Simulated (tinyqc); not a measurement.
# Pelgrom slope, floor and doping from two device sizes

Question. s^2 = A^2/(L W) + s0^2, with s0 independent of size and A = (q/Cox) sqrt(Na Wd/3) from random dopants alone, Cox = 3.9 eps0/ti. Find A, s0 and Na.

Inputs (values chosen for the exercise):
```
symbol  value  unit                                  meaning
ti        2.4    nm  oxide-equivalent thickness in inversion
```

Constants: q = 1.602176634e-19 C, eps0 = 8.8541878128e-14 F/cm where lengths are in cm. Results are converted to the units shown.

s for gate areas 0.0091 and 0.27 um^2 (mV): 19.5878072  5.11469522
Wd = 16.2917825 nm

Solution. s^2 is linear in 1/area: slope A^2, intercept s0^2.

A = 1.83 mV um
s0 = 3.70 mV
Na = 5.00e18 cm^-3

Computed by the program tinyqc: `OMP_NUM_THREADS=1 python tinyqc.py 2090023 2090024 out.jsonl`, one thread of a shared Intel Xeon 2.30GHz, about 0.01 s for the whole run.
